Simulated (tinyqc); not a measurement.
MOS inversion layer, Poisson-Schroedinger loop: effect of the temperature.

Electrons confined at an insulator interface at z = 0, treated as a hard wall; parabolic valleys, Hartree approximation, no image or exchange terms. The depletion charge lies far deeper than the electrons and gives a uniform field q Nd/(eps0 eps_r); the gate balances all charge. Energies are counted from the band edge at the interface.

Schroedinger equation -(C/mz) psi'' + (V0 + U) psi = E psi, C = hbar^2/(2 m0), psi(0) = 0, on a uniform mesh of 800 nodes with a far wall at 19 nm, 8 levels a set; V0 = q Nd z/(eps0 eps_r); dU/dz = q (Ns - integral of n from 0 to z)/(eps0 eps_r), U(0) = 0; N_k = g md m0 q Vt/(pi hbar^2) ln(1 + exp((EF - E_k)/Vt)), g the number of valleys of the set, sum N_k = Ns. Triangular well: E_k = a_k (C F^2/mz)^(1/3), a_1 = 2.338107, a_2 = 4.087949, C = hbar^2/(2 m0), F in eV/nm. Fang-Howard (all electrons in the lowest level of set A): b^3 = 6 (mz1/C) q (Nd + 11 Ns/32)/(eps0 eps_r), centroid 3/b, level C b^2/(4 mz1) + (3/b) q (Nd + 11 Ns/16)/(eps0 eps_r). The centroid adds 3.9 z_av/eps_r to an oxide-equivalent thickness. Shares under 0.0001 % are printed as 0.

Values chosen for this exercise; masses and permittivity close to those of silicon (111): relative permittivity eps_r = 11.8; mass along z of valley set A (6 valley(s)) mz1 = 0.262 m0; in-plane density-of-states mass of set A md1 = 0.355 m0; sheet density of electrons Ns = 4.3e12 cm^-2; sheet density of depletion charge Nd = 1.7e12 cm^-2.

Constants: q = 1.602176634e-19 C, kB = 1.380649e-23 J/K, hbar = 1.054571817e-34 J s, m0 = 9.1093837015e-31 kg, Vt = kB T/q, eps0 = 8.8541878128e-14 F/cm where lengths are in cm, hbar^2/(2 m0) = 0.0380998212 eV nm^2. Results are converted to the units shown.

The same in every row: Fang-Howard centroid (nm) = 2.38.

Result of one run:

| A1 (meV) | A2 (meV) | EF (meV) | share of A1 (%) | share of A2 (%) | centroid z_av (nm) | added oxide equivalent (nm) |
|---|---|---|---|---|---|---|
| 222 | 322 | 225 | 100 | 0 | 2.23 | 0.736 |

Which temperature T gave this result: 20, 50, 77, 400 or 500 K?

T = 50 K.

The whole series:

| T (K) | A1 (meV) | A2 (meV) | EF (meV) | share of A1 (%) | share of A2 (%) | centroid z_av (nm) | added oxide equivalent (nm) |
|---|---|---|---|---|---|---|---|
| 20 | 222 | 322 | 227 | 100 | 0 | 2.23 | 0.736 |
| 50 | 222 | 322 | 225 | 100 | 0 | 2.23 | 0.736 |
| 77 | 222 | 322 | 223 | 100 | 0 | 2.23 | 0.736 |
| 120 | 222 | 322 | 217 | 100 | 0.00835 | 2.23 | 0.736 |
| 200 | 222 | 322 | 203 | 99.6 | 0.351 | 2.23 | 0.739 |
| 300 | 222 | 324 | 181 | 97.7 | 2.15 | 2.28 | 0.752 |
| 400 | 223 | 326 | 156 | 94.2 | 5.02 | 2.35 | 0.778 |
| 500 | 224 | 330 | 127 | 90.0 | 8.04 | 2.46 | 0.813 |

As T goes from 20 to 500, A1 rises from 222 to 224 meV, the share of A1 falls from 100 to 90.0 % and the centroid rises from 2.23 to 2.46 nm. EF lies more than 2 meV above A1 for T = 20, 50. The Fang-Howard centroid is 6.7 % above the full one in the first row, where A1 holds 100 %, and 3.4 % below it in the last, where A1 holds 90.0 %.

Numbers from tinyqc (`OMP_NUM_THREADS=1 python tinyqc.py 2160094 2160095 out.jsonl`; about 0.5 s on one thread of a shared Intel Xeon 2.30GHz).
